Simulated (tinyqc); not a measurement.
Size of the sine basis: hole subbands of a hard-walled well, four-band Luttinger model.

Hole energies are counted downwards from the unstrained band edge, c = hbar^2/2m0. After the usual block transformation one block is H = [[P + Q - Zs, R - i S], [R + i S, P - Q + Zs]] in (heavy, light), with P +/- Q = c [(g1 +/- g2) k^2 + (g1 -/+ 2 g2) kz^2], R = sqrt(3) c gR k^2, S = 2 sqrt(3) c g3 k kz, kz = -i d/dz; axial approximation gR = (g2 + g3)/2. Zs = b (e_par - e_perp) is the shear part of the strain (the hydrostatic part shifts all levels alike and is left out). Basis sqrt(2/L) sin(n pi z/L), n = 1 to N, for each component: kz^2 gives (n pi/L)^2 and the heavy-light block is R delta_nm - 2 sqrt(3) c g3 k D_nm with D_nm = 4 n m/(L (n^2 - m^2)) for n + m odd, 0 otherwise. The other block has the same levels. The split-off band is left out.

Constants: hbar^2/2m0 = 3.80998211 eV angstrom^2.

Inputs chosen for the exercise (near those of Ge; shifted at random, so the results belong to these values and not to a real crystal): g1 = 13.54 (Luttinger gamma1); g2 = 4.18 (gamma2); g3 = 5.7 (gamma3); L = 95 angstrom (well width along [001]); Zs = 0 eV (shear strain energy); k = 0.0178 1/angstrom (wave vector in the plane).

The four lowest hole energies at the given k for growing N.

Hole energies (meV):
```
N       E1      E2       E3       E4
2   36.732  68.721  143.216  380.860
3   36.370  65.757  139.912  191.922
4   36.277  65.700  138.521  185.290
6   36.224  65.486  138.318  184.865
10  36.205  65.420  138.245  184.725
20  36.200  65.404  138.225  184.689
40  36.199  65.402  138.222  184.684
80  36.199  65.402  138.221  184.684
```

Is N = 3 enough for 1 meV in the two lowest levels?

Yes: against N = 80, N = 3 errs by up to 0.35 meV in E1 and E2, always upwards, as a variational basis must. Both are within 0.1 meV of N = 80 from N = 6 on; N = 40 and N = 80 differ by 2.5e-04 meV at most.

Computed by tinyqc, a small Python program: `OMP_NUM_THREADS=1 python tinyqc.py 1280405 1280406 out.jsonl` (the numbers bound the seed that draws the inputs); one thread of a shared host (Intel(R) Xeon(R) Processor @ 2.30GHz), about 0.2 s for the whole set of steps.
